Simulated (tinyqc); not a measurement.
Worked calculation: lateral field, substrate current, probability of reaching the oxide barrier and hot-carrier lifetime of a silicon transistor (pseudo-two-dimensional and lucky-electron models). Computed by tinyqc, a small Python program that keeps every step. Command: `OMP_NUM_THREADS=1 python tinyqc.py 3015418 3015419 out.jsonl hotcar walk`. One thread of a shared host (Intel(R) Xeon(R) Processor @ 2.30GHz), about 0.01 s of CPU time with the checks. Intermediate numbers are printed to about 5 digits and carried at full precision; extremes and crossings named in words are read from the listed rows.

Local-field models: a lucky carrier gains its energy at the peak field over a path free of collisions. Voltages are magnitudes.

Inputs (values chosen for the exercise, modelled on a silicon n-channel):
```
quantity                             value                      unit
channel length L                       300                        nm
oxide thickness t                      5.6                        nm
junction depth x_j                      70                        nm
mobility mu                            370                cm^2/(V s)
saturation velocity v_s                0.8                  1e7 cm/s
threshold voltage V_T                 0.37                         V
gate voltage V_G                      0.98                         V
drain voltage V_D                      1.9                         V
ionisation prefactor A_i           2.2e+06                      1/cm
ionisation field B_i                  1.62                     MV/cm
hot-carrier mean free path lambda      8.1                        nm
oxide barrier phi_b                    3.1                        eV
interface-trap threshold phi_it        3.6                        eV
lifetime constant H                     40  s microampere/micrometre
```

Drain: abrupt.

Constants: eps_0 = 8.8541878128e-12 F/m.

## Saturation point and current

C_ox = 3.9 eps_0/t; F_sat = 2 v_s/mu; V_Dsat = V_ov F_sat L/(V_ov + F_sat L), V_ov = V_G - V_T; I_D/W = C_ox v_s (V_ov - V_Dsat).

F_sat = 43.243 kV/cm

V_Dsat = 0.41491 V

drain current I_D/W = 96.240 microampere/micrometre

## Peak lateral field

Scale length l = 0.22 t^(1/3) x_j^(1/2) (all in cm); F_m = sqrt(((V_D - V_Dsat)/l_e)^2 + F_sat^2), with l_e = l; length of the velocity-saturated region l_e ln((V_D - V_Dsat)/(l_e F_sat) + F_m/F_sat).

scale length l = 47.977 nm

peak field F_m = 312.55 kV/cm

velocity-saturated length = 127.92 nm

energy gained over one free path, e lambda F_m = 0.25316 eV

The field rises from F_sat to F_m as cosh(x/l_e), a factor 7.2, over 43 % of L. Caution: the empirical formula for l was fitted to oxides of about 15 nm or more; for thinner ones it is an extrapolation. Caution: e V_D is below phi_b or phi_it, so the available energy, not the field, limits hot carriers, and the lucky-electron formulas overstate them.

## Hot-carrier currents and lifetime

Substrate current I_sub/I_D = (A_i/B_i)(V_D - V_Dsat) exp(-B_i/F_m); probability of reaching the oxide barrier exp(-phi_b/(e lambda F_m)); lifetime tau = (H/(I_D/W)) exp(phi_it/(e lambda F_m)).

I_sub/I_D = 0.011314

substrate current I_sub/W = 1.0889 microampere/micrometre

probability of reaching phi_b = 4.8089e-06

lifetime tau = 6.2286e+05 s

exponent m = phi_it/(e lambda B_i) = 2.7435

Since both exponentials depend on 1/F_m, tau I_D scales about as (I_sub/I_D)^(-m) with m = 2.74, which lets I_sub serve as the monitor. The lifetime is 0.00197 times ten years (3.156e8 s).

## Substrate current against gate voltage

The formulas are those given above.

At the given drain voltage:
```
V_G (V)  V_Dsat (V)  I_D/W (microampere/micrometre)  F_m (kV/cm)  I_sub/W (microampere/micrometre)     tau (s)
0.46        0.08416                            2.88       380.94                            0.1010  1.6201e+06
0.54        0.15030                            9.72       367.25                            0.2803  7.4199e+05
0.68        0.25021                           29.49       346.58                            0.6167  5.0305e+05
0.85        0.35036                           63.95       325.88                            0.9333  5.2399e+05
1.10        0.46714                          129.67       301.77                            1.1763  7.6821e+05
1.30        0.54168                          191.56       286.40                            1.2350  1.1462e+06
1.60        0.63138                          295.30       267.94                            1.2041  2.1665e+06
1.80        0.68021                          369.87       257.90                            1.1460  3.2994e+06
2.10        0.74136                          487.70       245.34                            1.0407  6.0448e+06
```

I_sub peaks at V_G = 1.3 V, 0.68 V_D: a higher gate voltage brings more carriers but raises V_Dsat and so lowers F_m. The shortest lifetime among the rows lies at V_G = 0.68 V, below that of the largest I_sub, since tau depends more steeply on the field.

## Extrapolating accelerated tests

V_10 solves tau = 3.156e8 s at the given V_G. The extrapolation fits ln(tau) against 1/V_D at 1, 1.08, 1.16 and 1.25 times the given V_D (rounded to 3 digits) by least squares and reads off the same tau.

Stress points:
```
V_D (V)  1/V_D (1/V)     tau (s)
1.90         0.52632  6.2286e+05
2.05         0.48780  1.7269e+05
2.20         0.45455  5.9118e+04
2.38         0.42017  2.0192e+04
```

ten-year drain voltage V_10 = 1.4369 V

V_10 from the 1/V_D extrapolation = 1.3896 V

The extrapolation is 47 mV below the true value: ln(tau) is nearly linear in 1/(V_D - V_Dsat), not in 1/V_D, so the straight line errs on the safe side when one extrapolates down. At V_10 the available energy e V_D is below phi_it, so the model understates the lifetime there.

Checks made by the program: voltage drop as the integral of F_sat cosh(x/l_e) over the saturated length (relative difference 1e-10).
